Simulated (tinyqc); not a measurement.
Undoped symmetric double-gate MOSFET, analytic potential model: effect of the gate work function less that of the intrinsic body.

An undoped body of thickness ts between two equal insulators and tied gates; long channel, electrons only, n = ni exp((psi - V)/Vt) with V the quasi-Fermi potential (0 at the source, Vd at the drain), constant mobility, no quantisation. Across the body psi(x) = V - 2 Vt ln[(ts/(2 beta)) sqrt(q ni/(2 eps0 eps_r Vt)) cos(2 beta x/ts)], x from the centre. Q is the electron charge per area of the whole body.

ni = sqrt(Nc Nv) exp(-Eg/(2 Vt)), Eg in volts; r = eps_r tox/(eox ts); V0 = dphi + 2 Vt ln[(2/ts) sqrt(2 eps0 eps_r Vt/(q ni))]. beta (between 0 and pi/2) solves (Vg - V0 - V)/(2 Vt) = ln(beta) - ln(cos beta) + 2 r beta tan(beta). Q = 8 eps0 eps_r Vt beta tan(beta)/ts; I = mu (1/L)(4 eps0 eps_r/ts)(2 Vt)^2 [g(beta_s) - g(beta_d)] per width, g = beta tan(beta) - beta^2/2 + r beta^2 tan^2(beta), with beta_s at V = 0 and beta_d at V = Vd.  I(low) is taken at Vg = 0.25 V, Qs and I(high) at Vg = 1 V.

Inputs (values chosen for the exercise); material values those of a made-up semiconductor: temperature T = 293 K; band gap Eg = 1.14 eV; relative permittivity of the semiconductor eps_r = 13; conduction-band density of states at T Nc = 2.78e19 cm^-3; valence-band density of states at T Nv = 3.27e19 cm^-3; relative permittivity of the gate insulator eox = 3.73; insulator thickness tox = 0.87 nm; body thickness ts = 25 nm; channel mobility mu = 460 cm^2/(V s); gate length L = 0.2 um; drain voltage Vd = 1 V.

Constants: q = 1.602176634e-19 C, kB = 1.380649e-23 J/K, Vt = kB T/q, eps0 = 8.8541878128e-14 F/cm where lengths are in cm. Results are converted to the units shown.

Effect of the gate work function less that of the intrinsic body:
```
dphi (V)  V0 (V)  I(low) (nA/um)  Qs(high) (nC/cm^2)  I(high) (uA/um)
-0.1      0.3471           113.9                3559             2319
-0.05     0.3971           15.89                3218             1930
0         0.4471           2.196                2881             1579
0.05      0.4971          0.3032                2548             1267
0.1       0.5471         0.04185                2221            992.9
0.15      0.5971        0.005776                1901            755.9
0.2       0.6471        7.973e-4                1589            555.3
```

Read the table: what changes, and by how much?

As dphi goes from -0.1 to 0.2 V, I(low) falls from 114 to 7.97e-4 nA/um and I(high) falls from 2320 to 555 uA/um. V0 rises from 0.347 to 0.647 V. In every row the surface density at the source at the higher gate voltage passes 0.3 Nc, where Boltzmann statistics fail. In every row mu V/L at the higher gate voltage, with V the smaller of Vd and Vg - V0, passes 3e6 cm/s, so velocity saturation would lower the current.

tinyqc, about 0.07 s, one thread, Intel Xeon 2.30GHz (shared host): `OMP_NUM_THREADS=1 python tinyqc.py 2440123 2440124 out.jsonl`
